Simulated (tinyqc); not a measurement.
# Energy and delay of logic against supply voltage: what changes with what

One expression serves below and above threshold: I(Vg) = Ik [ln(1 + exp((Vg - VT + dd V)/(al nf Vt)))]^al, with I_on = I(V) and I_off = I(0). Gate delay td = kd C V/I_on, clock period LD td. Per gate and cycle the switching energy is act C V^2 and the leakage energy I_off V LD td. No short-circuit current, no variation. Minima are sought above 0.09 V; below a few Vt gates no longer switch and the model has no meaning.

Inputs (values chosen for the exercise); values of the order met in logic technologies: temperature T = 330 K; threshold voltage at zero drain bias VT = 0.37 V; slope factor nf = 1.31; barrier lowering per volt of supply dd = 0.1; specific current of a gate Ik = 1.6 uA; exponent of the current law al = 1.54; load capacitance of a gate C = 2.9 fF; delay factor kd = 1; logic depth LD = 30; activity factor act = 0.01.

Constants: q = 1.602176634e-19 C, kB = 1.380649e-23 J/K, Vt = kB T/q. Results are converted to the units shown.

Each table varies one quantity; the others keep the values above.

## Energy and delay against supply voltage

EDP = energy times td.

Result of one run:
```
V (V)  I_on (uA)  I_off (nA)  td (ps)  switching (aJ)  leakage (aJ)  energy (aJ)  EDP (fJ ps)
0.45       5.716      0.2595    228.3           5.872        0.7997        6.672        1.523
```

What becomes of these results when the supply voltage V is changed from 0.45 to 1.2 V, all else the same?

Result of the changed run:
```
V (V)  I_on (uA)  I_off (nA)  td (ps)  switching (aJ)  leakage (aJ)  energy (aJ)  EDP (fJ ps)
1.2        120.6       1.929    28.85           41.76         2.003        43.76        1.263
```

The whole series:
```
V (V)  I_on (uA)  I_off (nA)  td (ps)  switching (aJ)  leakage (aJ)  energy (aJ)  EDP (fJ ps)
0.23     0.06292      0.1439  1.060e4           1.534         10.52        12.06        127.8
0.34      0.9826      0.1932     1003           3.352         1.978        5.330        5.349
0.45       5.716      0.2595    228.3           5.872        0.7997        6.672        1.523
0.55       14.12      0.3392    112.9           8.773        0.6321        9.405        1.062
0.66       26.62      0.4554    71.90           12.63        0.6483        13.28       0.9549
0.77       41.75      0.6114    53.48           17.19        0.7553        17.95       0.9599
0.88       59.14      0.8205    43.15           22.46        0.9348        23.39        1.009
0.98       76.70       1.072    37.05           27.85         1.168        29.02        1.075
1.09       97.80       1.438    32.32           34.45         1.520        35.98        1.163
1.2        120.6       1.929    28.85           41.76         2.003        43.76        1.263
```

td falls from 10600 to 28.8 ps; the energy goes from 12.1 through a minimum of 5.33 (at V = 0.34 V among the rows listed) to 43.8 aJ and the EDP goes from 128 through a minimum of 0.955 (at V = 0.66 V among the rows listed) to 1.26 fJ ps. The exact minima lie at V = 0.350 V for the energy and 0.703 V for the EDP. Going from 1.2 V to the energy minimum saves a factor of 8.25 in energy and costs a factor of 29.0 in delay. Below the minimum the leakage energy rises faster than the switching energy falls, because the clock period grows so steeply.

## Optimum supplies against the threshold voltage at zero drain bias

Same model as above.

V_min minimises the energy and V_EDP the product of energy and td.

Optimum supplies against the threshold voltage at zero drain bias:
```
VT (V)  V_min (V)  energy at V_min (aJ)  leakage share (%)  clock at V_min (MHz)  V_EDP (V)  clock at V_EDP (GHz)
0.15       0.2742                 50.24              95.66                 311.8     0.4820                0.7023
0.2        0.3298                 23.12              86.36                 286.5     0.5408                0.6635
0.25       0.3535                 11.79              69.25                 214.0     0.5798                0.6018
0.3        0.3555                 7.396              50.44                 125.0     0.6155                0.5429
0.35       0.3517                 5.666              36.71                 57.59     0.6727                0.5233
0.4        0.3488                 4.954              28.79                 21.64     0.7522                0.5389
0.45       0.3474                 4.654              24.78                 6.945     0.8417                0.5681
0.5        0.3469                 4.527              22.93                 2.011     0.9342                0.6000
0.55       0.3467                 4.474              22.11                0.5507      1.027                0.6314
```

What does the table show?

As VT goes from 0.15 to 0.55, V_min goes from 0.274 through a maximum of 0.356 (at VT = 0.3 among the rows listed) to 0.347 V, the energy there falls from 50.2 to 4.47 aJ, the clock there falls from 312 to 0.551 MHz and V_EDP rises from 0.482 to 1.03 V. V_min lies below VT for VT = 0.4, 0.45, 0.5, 0.55 V. As VT grows, I_on too becomes a subthreshold current, VT cancels more and more from the energy, and it mainly sets the clock.

Program tinyqc, `OMP_NUM_THREADS=1 python tinyqc.py 2082102 2082103 out.jsonl`; Intel Xeon 2.30GHz, shared host, one thread, about 0.01 s.
